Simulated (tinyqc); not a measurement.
On-chip interconnect, size-dependent resistivity and RC delay: one step of the calculation.

A rectangular line between two neighbours and two ground planes. Surface and grain-boundary scattering are added to the bulk resistivity as corrections; capacitances are parallel-plate values without fringing; inductance is ignored.

Question. Resistivity, resistance and capacitance per length. Metal width x = wd - 2 tl, height y = AR wd - tl; grain boundaries (Mayadas-Shatzkes): al = (lam/(gr x)) Rg/(1 - Rg), g = 1/[1 - 3 al/2 + 3 al^2 - 3 al^3 ln(1 + 1/al)] - 1; surfaces (Fuchs-Sondheimer, thick limit): s = (3/8) lam (1 - ps)(1/x + 1/y); rho = rho0 (1 + g + s); r = rho/(x y); c = eps0 ek (2 wd/hd + 2 Mf AR wd/sp).

Values chosen for this exercise; metal values close to those of copper: bulk resistivity rho0 = 1.67 uohm cm; bulk mean free path lam = 38.9 nm; specular share of surface scattering ps = 0.2; reflection coefficient of grain boundaries Rg = 0.25; grain size over the metal width gr = 1; drawn line width wd = 20 nm; aspect ratio, height over width AR = 2.4; liner on both walls and the bottom, not conducting tl = 1.4 nm; space to the neighbouring lines sp = 40 nm; dielectric height to the planes above and below hd = 29 nm; relative permittivity of the dielectric ek = 2.7; Miller factor of the neighbours Mf = 1.

Constants: eps0 = 8.8541878128e-12 F/m. Results are converted to the units shown.

Wanted: x; y; al; g; s; rho; r; c.

Answer.

x = 17.20 nm
y = 46.60 nm
al = 0.7539
g = 1.045
s = 0.9289
rho = 4.967 uohm cm
r = 61.97 ohm/um
c = 0.09035 fF/um

Range of the model: The metal width is under the mean free path, where the thick-limit surface term and the simple sum of corrections lose accuracy.

Numbers from tinyqc (`OMP_NUM_THREADS=1 python tinyqc.py 2100144 2100145 out.jsonl`; about 0.01 s on one thread of a shared Intel Xeon 2.30GHz).
